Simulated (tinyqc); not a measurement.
Q-state Potts model on a small periodic square lattice: enumeration, Metropolis, heat-bath and Wolff steps: one step, computed by the program tinyqc.

E = -J x (number of nearest-neighbour bonds with equal states); n x n sites with periodic edges have 2 n^2 bonds. Order parameter m = (q f - 1)/(q - 1), f being the largest share of one state. Sites are numbered row by row from 0. Here q = 2 and n = 4.

Question. Eight single-site steps. Site = floor(r1 n^2). Trial state = (old + 1 + floor(r2 (q - 1))) mod q; it is accepted if r3 < min(1, exp(K db)), db the change in equal bonds.

Inputs (values chosen for the exercise, for a model of domains or grain orientations): temperature T = 451 K.

Update: Metropolis.

start states:
$$\begin{pmatrix}
0 & 0 & 0 & 1 \\
0 & 1 & 0 & 0 \\
1 & 0 & 0 & 1 \\
0 & 0 & 0 & 1
\end{pmatrix}$$

random numbers, one row a step:
$$\begin{pmatrix}
0.6346 & 0.2362 & 0.8571 \\
0.6776 & 0.5473 & 0.2716 \\
0.7664 & 0.3094 & 0.6356 \\
0.4384 & 0.4221 & 0.8729 \\
0.8302 & 0.0702 & 0.2905 \\
0.1136 & 0.9484 & 0.4347 \\
0.8443 & 0.4353 & 0.8644 \\
0.8913 & 0.2824 & 0.0065
\end{pmatrix}$$

K = 1.054956

Give: the table «Steps» with the columns old, trial, db, acceptance, new; states afterwards.

Answer.

Steps:
```
site  old  trial  db  acceptance  new
10      0      1  -2       0.121    0
10      0      1  -2       0.121    0
12      0      1   0       1.000    1
7       0      1   0       1.000    1
13      0      1  -2       0.121    0
1       0      1  -2       0.121    0
13      0      1  -2       0.121    0
14      0      1  -2       0.121    1
```

states afterwards:
$$\begin{pmatrix}
0 & 0 & 0 & 1 \\
0 & 1 & 0 & 1 \\
1 & 0 & 0 & 1 \\
1 & 0 & 1 & 1
\end{pmatrix}$$
